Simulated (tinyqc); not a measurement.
## Admittance spectroscopy of a deep trap: admittance against frequency

Schottky contact on an n-type layer with shallow donors Nd (all ionised) and a donor-like deep trap, neutral when filled and positive when empty; depletion approximation. Traps within lam of the depletion edge stay filled. The traps at xt = W - lam, where the level crosses the Fermi level, follow a slow signal and not a fast one. w = 2 pi f.

Emission rate en = sn vth(T) Nc(T) exp(-Et/kB T) = sn g T^2 exp(-Et/kB T), g = vth Nc/(300 K)^2, as vth goes as T^0.5 and Nc as T^1.5 (degeneracy factor 1). lam = sqrt(2 eps0 eps_r (EF - ET)/(q Nd)), EF - ET = Et - (kB T/q) ln(Nc(T)/Nd), Nc(T) = Nc (T/300 K)^1.5. In the steady state at the band bending V, 2 eps0 eps_r V/q = Nd W^2 + Nt (W - lam)^2 (the second term only if W > lam). V = Vbi + Vr. C_HF = eps0 eps_r/W, C_LF = eps0 eps_r (Nd + Nt)/(Nd W + Nt xt). Inflection frequency w0 = 2 en [1 + Nt xt/(Nd W)]; C = C_HF + (C_LF - C_HF)/(1 + (w/w0)^2), G/w = (C_LF - C_HF)(w/w0)/(1 + (w/w0)^2).

Inputs (values chosen for the exercise); material values close to those of gallium nitride:
```
symbol    value   unit                                      meaning
eps_r      9.62                               relative permittivity
Nc      2.34e18  cm^-3   conduction-band density of states at 300 K
vth       2.6e7   cm/s                    thermal velocity at 300 K
Nd         5e15  cm^-3                        shallow donor density
Vbi           1      V                             built-in voltage
Et          0.1     eV  depth of the trap below the conduction edge
sn      2.6e-15   cm^2                        capture cross-section
Nt         3e14  cm^-3                                 trap density
Vr            0      V                                 reverse bias
T            77      K                                  temperature
```

Constants: q = 1.602176634e-19 C, kB = 1.380649e-23 J/K, eps0 = 8.8541878128e-14 F/cm where lengths are in cm. Results are converted to the units shown.

Result of one run:

| f (Hz) | C (nF/cm^2) | G/w (nF/cm^2) |
|---|---|---|
| 30 | 19.06 | 0.008977 |

What becomes of these results when the signal frequency f is changed from 30 to 630 Hz, all else the same?

Result of the changed run:

| f (Hz) | C (nF/cm^2) | G/w (nF/cm^2) |
|---|---|---|
| 630 | 18.97 | 0.1340 |

The whole series:

| f (Hz) | C (nF/cm^2) | G/w (nF/cm^2) |
|---|---|---|
| 30 | 19.06 | 0.008977 |
| 64 | 19.05 | 0.01909 |
| 140 | 19.05 | 0.04110 |
| 290 | 19.03 | 0.07995 |
| 630 | 18.97 | 0.1340 |
| 1400 | 18.86 | 0.1391 |
| 2900 | 18.79 | 0.09009 |
| 6200 | 18.77 | 0.04585 |
| 13000 | 18.76 | 0.02229 |
| 29000 | 18.76 | 0.01004 |

C falls from 19.1 to 18.8 nF/cm^2, between C_LF = 19.1 and C_HF = 18.8, and G/w goes from 0.00898 through a maximum of 0.139 (at f = 1400 Hz among the rows listed) to 0.0100 nF/cm^2. The exact peak is half of the step, 0.148 nF/cm^2, at 987 Hz. In every row T is below 110 K, where shallow donors begin to freeze out; the model keeps them ionised.

tinyqc, about 0.01 s, one thread, Intel Xeon 2.30GHz (shared host): `OMP_NUM_THREADS=1 python tinyqc.py 2050011 2050012 out.jsonl`
